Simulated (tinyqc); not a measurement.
What each parameter does: optical transitions of a finite quantum well.

Each carrier sees a square well of width L with its own depth V and masses m (inside), mb (outside); c = hbar^2/2m0, k = sqrt(m E/c), kappa = sqrt(mb (V - E)/c), and level n solves k L + 2 atan[(k/m)/(kappa/mb)] = n pi. The envelope is cos(kz) for odd n and sin(kz) for even n inside, joins exp(-kappa (|z| - L/2)) outside, and is normalised to 1. Excitons and band mixing are left out.

Constants: hbar^2/2m0 = 3.80998211 eV angstrom^2; hc = 1239.841984 eV nm.

Parameters, chosen for this exercise (near those of a GaAs well in AlGaAs; the results hold for these values, not for the real material):
- L = 150 angstrom (well width)
- Eg = 1.519 eV (gap of the well)
- Vc = 0.219 eV (conduction offset)
- Vv = 0.119 eV (valence offset)
- me = 0.0682 m0 (electron, well)
- meb = 0.0894 m0 (electron, barrier)
- mh = 0.36 m0 (heavy hole along z, well)
- mhb = 0.391 m0 (heavy hole, barrier)
- ml = 0.0913 m0 (light hole along z, well)
- mlb = 0.1083 m0 (light hole, barrier)

Edge wavelength hc/(Eg + e1 + hh1), squared overlap of e1 and hh1, and the confinement energies. Each row changes one parameter from the base and keeps the others.

Results:
```
case              edge (nm)  overlap^2  e1 (meV)  hh1 (meV)
base                  805.9     0.9917      15.8        3.6
L = 165 angstrom      807.4     0.9929      13.5        3.1
Eg = 1.549 eV         790.5     0.9917      15.8        3.6
Vc = 0.252 eV         805.7     0.9940      16.2        3.6
Vv = 0.143 eV         805.9     0.9896      15.8        3.7
me = 0.075 m0         806.4     0.9939      14.9        3.6
mh = 0.306 m0         805.7     0.9943      15.8        4.1
meb = 0.1073 m0       806.2     0.9902      15.3        3.6
```

The largest shifts from the base row, up to three for each result and ties (the steps differ in size, so this ranks the rows, not the parameters). edge (nm): Eg -15.4, L +1.5, me +0.5; unchanged at the printed digits by Vv. overlap^2: mh +0.0026, Vc +0.0022, me +0.0022; unchanged at the printed digits by Eg. e1 (meV): L -2.3, me -0.9, meb -0.5; unchanged at the printed digits by Eg, Vv and mh. hh1 (meV): L -0.6, mh +0.5, Vv +0.1; unchanged at the printed digits by Eg, Vc, me and meb.

(tinyqc, `OMP_NUM_THREADS=1 python tinyqc.py 1281243 1281244 out.jsonl`, Intel(R) Xeon(R) Processor @ 2.30GHz, 1 thread, shared host, about 0.07 s.)
